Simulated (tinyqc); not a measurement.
Inside a calculation. Model: thermionic-field emission through a Schottky barrier, WKB.

Numbers from tinyqc (`OMP_NUM_THREADS=1 python tinyqc.py 2640052 2640053 out.jsonl`; about 0.02 s on one thread of a shared Intel Xeon 2.30GHz). Printed values are rounded.

Metal on an n-type semiconductor with one parabolic valley; V > 0 is forward bias (metal positive). Energies E are counted from the conduction edge of the neutral semiconductor, whose Fermi level lies at -xi; that of the metal lies at -xi - V. The barrier is a parabola of height Vd = phi - xi - V (depletion approximation, no image force).

Inputs (values chosen for the exercise); band and dielectric values close to those of gallium nitride:
- T = 300 K (temperature)
- me = 0.201 m0 (electron mass)
- eps_r = 9.42 (relative permittivity)
- phi = 1.2 eV (barrier height seen from the metal)
- Nd = 7.9e18 cm^-3 (donor density)
- V = 0.51 V (bias)
- nE = 11 (points of the energy grid)
- Eb = 0.53 eV (upper end of the energy grid)

Constants: q = 1.602176634e-19 C, kB = 1.380649e-23 J/K, hbar = 1.054571817e-34 J s, h = 6.62607015e-34 J s, m0 = 9.1093837015e-31 kg, Vt = kB T/q, eps0 = 8.8541878128e-14 F/cm where lengths are in cm. Results are converted to the units shown.

Range of the model: The depletion approximation, a parabolic band and the neglect of image-force lowering make these currents estimates at high doping.

## Fermi level, barrier and E00

Nc = 2 (2 pi me m0 kB T/h^2)^1.5 (times 1e-6 for cm^-3); Nd = Nc F12(-xi/Vt), F12(x) = (2/sqrt(pi)) int_0^infinity sqrt(u)/(1 + exp(u - x)) du; E00 = (hbar/2) sqrt(Nd/(me m0 eps0 eps_r)) in SI units (volts). W = sqrt(2 eps0 eps_r Vd/(q Nd)).

Nc = 2.261341e18 cm^-3
xi = -0.06285523 eV
Vd = 0.7528552 V
W = 9.960974 nm
E00 = 37.92428 meV
E00/Vt = 1.466977

By a common rule of thumb, E00/Vt below 0.5 marks thermionic emission, 0.5 to 5 thermionic-field emission and above 5 field emission. By that rule alone: thermionic-field emission; with a high barrier, tunnelling near its top can carry most of the current even below 0.5.

## Current density on a coarse grid

For E < Vd, ln T(E) = -(Vd/E00) [sqrt(1 - y) - y ln((1 + sqrt(1 - y))/sqrt(y))], y = E/Vd; T(E) = 1 above. J = A* T (q/kB) int_0^infinity T(E) N(E) dE, N = ln[(1 + exp((-xi - E)/Vt))/(1 + exp((-xi - V - E)/Vt))], A* = 4 pi q me m0 kB^2/h^3 (times 1e-4 for A/(cm^2 K^2)). Simpson's rule on nE equally spaced points from 0 to Eb.

E, point 0 to 10 (eV): [0.0000000, 0.0530000, 0.1060000, 0.1590000, 0.2120000, 0.2650000, 0.3180000, 0.3710000, 0.4240000, 0.4770000, 0.5300000]
T(E), point 0 to 10: [2.391045e-9, 7.990804e-8, 9.876648e-7, 8.238925e-6, 5.263368e-5, 2.731014e-4, 0.001190032, 0.004446149, 0.01443297, 0.04103787, 0.1026041]
N, point 0 to 10: [2.515615, 0.9018128, 0.1726513, 0.02396758, 0.003117461, 4.018187e-4, 5.173034e-5, 6.658774e-6, 8.571064e-7, 1.103250e-7, 1.420082e-8]
T(E) N, point 0 to 10: [6.014947e-9, 7.206209e-8, 1.705216e-7, 1.974671e-7, 1.640835e-7, 1.097372e-7, 6.156077e-8, 2.960590e-8, 1.237059e-8, 4.527504e-9, 1.457062e-9]
J = 3.681572 A/cm^2

The integrand peaks at E = 0.159 eV among these points, 0.21 of the barrier height. A converged quadrature gives 3.696 A/cm^2 (this grid is 0.38 % below that), of which 1.5e-4 % passes over the barrier.
